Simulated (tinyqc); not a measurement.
# Long-channel MOSFET, surface-potential model, step by step

tinyqc, about 0.04 s, one thread, Intel Xeon 2.30GHz (shared host): `OMP_NUM_THREADS=1 python tinyqc.py 2360072 2360073 out.jsonl` Printed values are rounded.

n-channel transistor on a uniformly doped p-type body, gradual-channel approximation, constant mobility, Boltzmann statistics, full ionisation. Potentials are counted from the neutral body; V is the electron quasi-Fermi potential, Vsb at the source and Vsb + Vds at the drain. Charges are magnitudes per area.

Inputs (values chosen for the exercise); material values those of a made-up semiconductor:
```
symbol,value,unit,meaning
T,250,K,temperature
Eg,1.37,eV,band gap
eps_r,15.1,,relative permittivity of the semiconductor
Nc,2.24e19,cm^-3,conduction-band density of states at T
Nv,1.8e19,cm^-3,valence-band density of states at T
Na,7.1e16,cm^-3,acceptor density of the body
eox,23,,relative permittivity of the gate insulator
tox,28,nm,insulator thickness
Vfb,-0.46,V,flat-band voltage
mu,130,cm^2/(V s),channel mobility
W,5,um,gate width
L,0.5,um,gate length
Vsb,1,V,source-body reverse bias
Vgs,1.31,V,gate-source voltage
Vds,1.2,V,drain-source voltage
```

Constants: q = 1.602176634e-19 C, kB = 1.380649e-23 J/K, Vt = kB T/q, eps0 = 8.8541878128e-14 F/cm where lengths are in cm. Results are converted to the units shown.

Range of the model: The surface electron density at the source passes 0.3 Nc, where degeneracy, left out here, matters.

## Body potential, insulator capacitance and body factor

ni = sqrt(Nc Nv) exp(-Eg/(2 Vt)), Eg in volts; phiF = Vt ln(Na/ni); Cox = eps0 eox/tox; gamma = sqrt(2 q eps0 eps_r Na)/Cox. VT = Vfb + 2 phiF + gamma sqrt(2 phiF + Vsb), m = 1 + gamma/(2 sqrt(2 phiF + Vsb)).

ni = 3.117224e5 cm^-3
phiF = 0.5633924 V
Cox = 0.7273083 uF/cm^2
gamma = 0.2397970 V^0.5
VT = 1.016493 V
m = 1.082215

## Iteration 1: surface potential at the source by Newton steps

psi at the start (the smaller of 2 phiF + Vsb + 4 Vt and the root without inversion charge) = 2.212960 V

With V = Vsb: G = psi - Vt + Vt e, e = exp((psi - 2 phiF - Vsb)/Vt); f = Vgs + Vsb - Vfb - psi - gamma sqrt(G); f' = -1 - gamma (1 + e)/(2 sqrt(G)); psi(new) = psi - f/f'.

G = 3.367748 V
f = 0.1169784 V
f' = -4.632807
psi after iteration 1 = 2.238210 V

## Iteration 2: surface potential at the source by Newton steps

As before.

G = 6.014600 V
f = -0.05630442 V
f' = -9.667648
psi after iteration 2 = 2.232386 V

## Course of the iteration: surface potential at the source by Newton steps

Stop when psi changes by less than 1e-10 V, or after 40 iterations.

Course of the iteration:

| iteration | psi (V) | \|change\| (V) |
|---|---|---|
| 1 | 2.238210 | 0.0253 |
| 2 | 2.232386 | 5.82e-3 |
| 3 | 2.231848 | 5.38e-4 |
| 4 | 2.231844 | 4.22e-6 |
| 5 | 2.231844 | 2.57e-10 |
| 6 | 2.231844 | 0 |

Converged in 6 iterations. At the end the number of correct digits about doubles with each step.

## Charges and current of the charge-sheet model

psi_0 = 2.231844 V
psi_L = 2.400166 V

psi_0 and psi_L solve Vgs + Vsb - Vfb - psi = gamma sqrt(G) at V = Vsb and Vsb + Vds. Qi = Cox gamma [sqrt(G) - sqrt(psi - Vt)], G = psi - Vt + Vt exp((psi - 2 phiF - V)/Vt), at both ends. With U = Vgs + Vsb - Vfb: drift = mu (W/L) Cox [U (psi_L - psi_0) - (psi_L^2 - psi_0^2)/2 - (2/3) gamma ((psi_L - Vt)^1.5 - (psi_0 - Vt)^1.5)]; diffusion = mu (W/L) Vt (Qi0 - QiL).

Qi0 = 132.1144 nC/cm^2
QiL = 2.546108e-19 nC/cm^2
drift current = 14.44813 uA
diffusion current = 3.700041 uA
drain current = 18.14817 uA

Drift carries 79.6 % of the current. The drain end is pinched off: its charge is under 1 % of that at the source.

## Inversion charge along the channel

| point | V (V) |
|---|---|
| 0 | 1 |
| 1 | 1.15 |
| 2 | 1.3 |
| 3 | 1.45 |
| 4 | 1.6 |
| 5 | 1.75 |
| 6 | 1.9 |
| 7 | 2.05 |
| 8 | 2.2 |

The surface potential psi at channel potential V solves Vgs + Vsb - Vfb - psi = gamma sqrt(G), G = psi - Vt + Vt exp((psi - 2 phiF - V)/Vt). Charge sheet: Qi = Cox gamma [sqrt(G) - sqrt(psi - Vt)]. Pao-Sah: Qi = (Cox gamma/2) integral from 3 Vt to psi of exp((u - 2 phiF - V)/Vt)/sqrt(G(u, V)) du.

| point | psi (V) | Qi, charge sheet (nC/cm^2) | Qi, Pao-Sah (nC/cm^2) |
|---|---|---|---|
| 0 | 2.231844 | 132.1144 | 132.6971 |
| 1 | 2.352017 | 37.75589 | 37.92693 |
| 2 | 2.399724 | 0.3466754 | 0.3482669 |
| 3 | 2.400166 | 3.351216e-4 | 3.366604e-4 |
| 4 | 2.400166 | 3.172082e-7 | 3.186647e-7 |
| 5 | 2.400166 | 3.002462e-10 | 3.016248e-10 |
| 6 | 2.400166 | 2.841912e-13 | 2.854960e-13 |
| 7 | 2.400166 | 2.689947e-16 | 2.702298e-16 |
| 8 | 2.400166 | 2.546108e-19 | 2.557798e-19 |

At the source the charge-sheet charge is 0.44 % below the Pao-Sah one.

## Pao-Sah current by Simpson's rule

I = mu (W/L) integral of Qi dV; Simpson's rule on the 9 points, step Vds/8, weights 1, 4, 2, ..., 4, 1 times step/3.

Pao-Sah current = 18.53167 uA

Gauss-Legendre quadrature on many points gives 18.57 uA, so this value is 0.21 % below it; the charge-sheet current, 18.15 uA, is 2.3 % below it.
